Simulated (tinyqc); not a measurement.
# Ferroelectric switching, Landau-Khalatnikov equation, step by step

Computed by the program tinyqc: `OMP_NUM_THREADS=1 python tinyqc.py 2860048 2860049 out.jsonl`, one thread of a shared Intel Xeon 2.30GHz, about 0.01 s for the whole run. Printed values are rounded.

One domain: rho dP/dt = E - (2 al P + 4 be P^3), with al = -3 sqrt(3) Ec/(4 Pr), be = 3 sqrt(3) Ec/(8 Pr^3), so that the static loop has remanence Pr and coercive field Ec. With P in uC/cm^2, E in kV/cm, rho in ohm m and t in ns, dP/dt = [E - 2 al P - 4 be P^3]/(100 rho).

Inputs (values chosen for the exercise); remanent polarisation and coercive field close to those of lead zirconate titanate films: remanent polarisation Pr = 35 uC/cm^2; static coercive field Ec = 82 kV/cm; viscosity of the polarisation rho = 4.5 ohm m; field amplitude Em = 160 kV/cm; time step dt = 16 ns.

## Landau coefficients and time scales

al = -3 sqrt(3) Ec/(4 Pr), be = 3 sqrt(3) Ec/(8 Pr^3). Relaxation time at remanence tau = 100 rho/(-4 al); final state: the largest root Pf of 2 al P + 4 be P^3 = Em; relaxation time there 100 rho/(2 al + 12 be Pf^2).

al = -3.043461 kV cm/uC
be = 0.001242229 kV cm^5/uC^3
tau = 36.96450 ns
Pf = 44.19877 uC/cm^2
relaxation time at Pf = 19.53644 ns

## Step 1: one time step

P at t = 0 = -35 uC/cm^2

The constant field E = Em acts from t = 0. Explicit Euler: P(new) = P + dt dP/dt(P).

dP/dt = 0.3555556 uC/(cm^2 ns)
P after step 1 = -29.31111 uC/cm^2

## Step 2: one time step

As before.

dP/dt = 0.2371438 uC/(cm^2 ns)
P after step 2 = -25.51681 uC/cm^2

## Step 3: one time step

As before.

dP/dt = 0.1938571 uC/(cm^2 ns)
P after step 3 = -22.41510 uC/cm^2

## Course of the switching

P starts at -Pr. The reference is a fourth-order Runge-Kutta run with 40 substeps a step; the run counts as sound if it ends within 1 % of Pf.

Course of the iteration:

| step | t (ns) | P (uC/cm^2) | reference (uC/cm^2) |
|---|---|---|---|
| 1 | 16 | -29.31111 | -30.25144 |
| 2 | 32 | -25.51681 | -26.64867 |
| 3 | 48 | -22.41510 | -23.58920 |
| 4 | 64 | -19.58766 | -20.76562 |
| 5 | 80 | -16.81025 | -17.97835 |
| 6 | 96 | -13.92025 | -15.06336 |
| 7 | 112 | -10.76749 | -11.85430 |
| 8 | 128 | -7.188386 | -8.155932 |
| 9 | 144 | -2.989611 | -3.724810 |
| 10 | 160 | 2.056975 | 1.728546 |
| 11 | 176 | 8.189505 | 8.463929 |
| 12 | 192 | 15.55376 | 16.46089 |
| ... | ... | ... | ... |
| 19 | 304 | 44.18750 | 43.91849 |
| 20 | 320 | 44.19673 | 44.07465 |
| 21 | 336 | 44.19840 | 44.14394 |
| 22 | 352 | 44.19870 | 44.17457 |
| 23 | 368 | 44.19876 | 44.18810 |
| 24 | 384 | 44.19877 | 44.19406 |
| 25 | 400 | 44.19877 | 44.19670 |
| 26 | 416 | 44.19877 | 44.19786 |
| 27 | 432 | 44.19877 | 44.19837 |
| 28 | 448 | 44.19877 | 44.19859 |
| 29 | 464 | 44.19877 | 44.19869 |
| 30 | 480 | 44.19877 | 44.19874 |

P first turns positive at t = 160 ns among the steps, the reference at 160 ns (exactly 155 ns); the last value is within 0.01 % of Pf. The largest gap to the reference is 1.5 uC/cm^2.
